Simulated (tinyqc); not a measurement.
# From one set of inputs to another, one input at a time

Model: estimate of lattice thermal conductivity from elastic moduli (Slack, Klemens and Cahill formulas). Computed by tinyqc, a small Python program. Command: `OMP_NUM_THREADS=1 python tinyqc.py 3016708 3016709 out.jsonl slack ladder`. One thread of a shared host (Intel(R) Xeon(R) Processor @ 2.30GHz), about 0.01 s of CPU time with the checks.

An isotropic solid.

The inputs printed are set A. Inputs not listed in the table keep their values of set A, so the rows need not describe a real material.

Inputs (values chosen for the exercise, for a model crystal):

| quantity | value | unit |
|---|---|---|
| bulk modulus B | 34.5 | GPa |
| shear modulus G | 20.1 | GPa |
| volume per atom V | 25 | angstrom^3 |
| mean atomic mass M | 58.8 | u |
| atoms per primitive cell n | 4 | - |
| volume expansion coefficient alpha_V | 56.8 | ppm/K |
| temperature T | 700 | K |
| disorder parameter Gamma | 0.00076 | - |
| grain size d | 14000 | nm |

Grueneisen parameter: from thermal expansion.

Constants: u = 1.6605390666e-27 kg; hbar = 1.054571817e-34 J s; k_B = 1.380649e-23 J/K; h = 6.62607015e-34 J s.

Method:
- rho = M/V; vL = sqrt((B + 4G/3)/rho), vT = sqrt(G/rho); v_m = [(vL^-3 + 2 vT^-3)/3]^(-1/3); Poisson ratio sigma = (3B - 2G)/(6B + 2G); Theta = hbar v_m (6 pi^2/V)^(1/3)/k_B.
- gamma = alpha_V B V/(3 k_B), with the classical heat capacity 3 k_B per atom.
- Slack, an estimate for T near or above Theta_a: kappa = A M Theta_a^3 delta n^(1/3)/(gamma^2 T) in W/(m K), with M in u, delta = V^(1/3) in angstrom, Theta_a = Theta n^(-1/3) and A = 2.43e-6/(1 - 0.514/gamma + 0.228/gamma^2).
- High-temperature forms with the classical heat capacity. Klemens: kappa/kappa_0 = arctan(u)/u, u^2 = pi^2 Theta V Gamma kappa_0/(h v_m^2). Grains: 1/kappa_poly = 1/kappa + 1/(C v_m d/3), C = 3 k_B/(n V), the acoustic branches alone.
- Cahill minimum: kappa_min = (pi/6)^(1/3) k_B V^(-2/3) sum over L, T, T of v (T/Theta_i)^2 int_0^(Theta_i/T) x^3 e^x/(e^x - 1)^2 dx, Theta_i = Theta v_i/v_m (64 Gauss-Legendre points).
- Its high-temperature limit is (1/2) (pi/6)^(1/3) k_B V^(-2/3) (vL + 2 vT).

Each row keeps all changes above it:

| input moved | from | to | kappa with point defects (W/(m K)) | kappa of the polycrystal (W/(m K)) | kappa_min (W/(m K)) |
|---|---|---|---|---|---|
| set A | - | - | 3.87 | 3.87 | 0.5482 |
| grain size d (nm) | 14000 | 13000 | 3.87 | 3.87 | 0.5482 |
| shear modulus G (GPa) | 20.1 | 63.3 | 19.28 | 19.23 | 0.8662 |
| temperature T (K) | 700 | 300 | 42.80 | 42.56 | 0.7978 |
| mean atomic mass M (u) | 58.8 | 170 | 25.17 | 25.03 | 0.5010 |
| bulk modulus B (GPa) | 34.5 | 96.9 | 3.15 | 3.15 | 0.5419 |
| volume expansion coefficient alpha_V (ppm/K) | 56.8 | 13.8 | 54.34 | 53.72 | 0.5419 |
| disorder parameter Gamma | 0.00076 | 0.0082 | 28.83 | 28.66 | 0.5419 |

Where does the difference come from?

Kappa with point defects goes from 3.87 to 28.8, a factor 7.45 in all. The largest single move comes from volume expansion coefficient alpha_V (a factor 17.3), and bulk modulus B works against it (a factor 0.125). Kappa of the polycrystal goes from 3.87 to 28.7, a factor 7.41 in all. The largest single move comes from volume expansion coefficient alpha_V (a factor 17.1), and bulk modulus B works against it (a factor 0.126). kappa_min goes from 0.548 to 0.542, a factor 0.9885 in all. The largest single move comes from mean atomic mass M (a factor 0.628), and shear modulus G works against it (a factor 1.58). The single moves hold for this order of the switches; the total does not depend on the order.

Extremes, crossings and ranges named in words are read from the listed rows.
